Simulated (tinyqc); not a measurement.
Leakage through a gate insulator: direct, Fowler-Nordheim, trap-assisted and Poole-Frenkel currents: one step, computed by the program tinyqc. Command: `OMP_NUM_THREADS=1 python tinyqc.py 3007146 3007147 out.jsonl oxideleak walk`. One thread of a shared host (Intel(R) Xeon(R) Processor @ 2.30GHz), about 0.01 s of CPU time with the checks.

Electrons enter from the cathode Fermi level at x = 0; the conduction band of the insulator lies phi_b - e F x above it, F = V/t. WKB exponents use a parabolic band with mass m.

Question. One trap at several depths. For a level a distance phi(x) below the band, the WKB exponent is 2 int kappa dx with kappa = sqrt(m phi/(hbar^2/2m_0)); for a linear barrier from phi_1 down to phi_2 = max(phi_1 - e F d, 0) it is G = (4/3) sqrt(m/(hbar^2/2m_0)) (phi_1^(3/2) - phi_2^(3/2))/(e F). A trap at depth x lies phi_t below the band. Capture: tunnel at the cathode Fermi level from 0 to x (G_in from phi_1 = phi_b), rate nu_0 exp(-G_in - E_c/k_B T) with E_c = E_a + max(phi_b - phi_t - e F x, 0), the last term being the height of the trap above the cathode Fermi level. Emission: tunnel from the trap level to the anode (G_out from phi_1 = phi_t over t - x), rate nu_0 exp(-G_out - E_a/k_B T). Re-emission to the cathode follows from detailed balance, rate_back = rate_in exp(dE/k_B T) with dE = phi_b - phi_t - e F x. Each trap passes R = rate_in rate_out/(rate_in + rate_back + rate_out) electrons per second; filling from the anode is left out. Depths: t times 0.08, 0.2, 0.32, 0.44, 0.56, 0.68, 0.8 and 0.92, rounded to 0.01 nm.

Inputs (values chosen for the exercise, with an insulator like HfO2):
```
quantity,value,unit
thickness t,2,nm
barrier phi_b,1.56,eV
tunnelling mass m,0.18,m_0
voltage across the insulator V,0.73,V
trap depth phi_t,1.3,eV
attempt rate nu_0,4e+12,1/s
activation of capture E_a,0.19,eV
temperature T,300,K
```

Constants: k_B = 8.617333262e-05 eV/K; hbar^2/(2 m_0) = 3.80998212 eV angstrom^2.

Give: Rates.

Answer.

Rates:
```
x (nm),G_in,G_out,E_c (eV),rate in (1/s),rate back (1/s),rate out (1/s),R (1/s)
0.16,0.861,7.814,0.3916,4.464e+05,1.088e+09,1.039e+06,4.260e+02
0.40,2.120,6.958,0.3040,3.752e+06,3.086e+08,2.445e+06,2.914e+04
0.64,3.341,6.049,0.2164,3.278e+07,9.100e+07,6.069e+06,1.532e+06
0.88,4.523,5.089,0.1900,2.792e+07,2.617e+06,1.586e+07,9.542e+06
1.12,5.663,4.080,0.1900,8.925e+06,2.824e+04,4.348e+07,7.401e+06
1.36,6.761,3.025,0.1900,2.977e+06,3.181e+02,1.249e+08,2.908e+06
1.60,7.815,1.926,0.1900,1.038e+06,3.744e+00,3.748e+08,1.035e+06
1.84,8.822,0.784,0.1900,3.792e+05,4.616e-02,1.174e+09,3.791e+05
```

The most effective of these traps sits at 0.88 nm, 44 % of the way; where rate back exceeds rate out, re-emission drains the trap, and elsewhere the slower forward step limits R; the best depth is near where rate in and rate out cross.
